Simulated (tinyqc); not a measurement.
Valence-band offset from core levels (Kraut method), with the dipole against the affinity rule: two steps of the calculation.

Binding energies are counted downwards from the Fermi level. dEv > 0 means that the valence edge of B lies below that of A, dEc > 0 that the conduction edge of B lies above that of A; dEc + dEv = EgB - EgA. The spectra are made-up values treated as data.

Parameters, values chosen for the exercise; gaps and affinities close to those of gallium nitride (A) and aluminium oxide (B):

| symbol | value | unit | meaning |
|---|---|---|---|
| EgA | 3.42 | eV | gap of the substrate A |
| EgB | 8.81 | eV | gap of the overlayer B |
| cA | 43.51 | eV | core level of bare A |
| cB | 26.88 | eV | core level of thick B |
| vB | 2.05 | eV | valence-band maximum of thick B |
| iA | 43.33 | eV | core level of A under a thin film of B |
| iB | 28.85 | eV | core level of B in that thin film |
| bg | 57 |  | background counts in the gap |

Problem 1. Valence-band maximum of bare A. Fit a straight line to the leading edge by least squares; the maximum vA lies where it meets the background.

binding energy, point 0 to 5 (eV): [2.3, 2.42, 2.54, 2.66, 2.78, 2.9]
counts on the leading edge, point 0 to 5: [144, 187, 229, 271, 312, 355]

Give: slope; intercept; vA.

Solution 1.

slope = 350.48 counts/eV
intercept = -661.57 counts
vA = 2.0503 eV

Problem 2. Offsets. dEv = (iB - iA) - (cB - vB) + (cA - vA), dEc = EgB - EgA - dEv.

vA = 2.0502717 eV

Find: cA - vA; cB - vB; iB - iA; dEv; dEc.

Solution 2.

cA - vA = 41.460 eV
cB - vB = 24.830 eV
iB - iA = -14.480 eV
dEv = 2.1497 eV
dEc = 3.2403 eV

The alignment is type I (straddling). Both offsets exceed 1 eV, the usual requirement for a gate dielectric. A rigid shift of all levels, by charging or doping, cancels in the differences.

Computed by the program tinyqc: `OMP_NUM_THREADS=1 python tinyqc.py 2410051 2410052 out.jsonl`, one thread of a shared Intel Xeon 2.30GHz, about 0.01 s for the whole run.
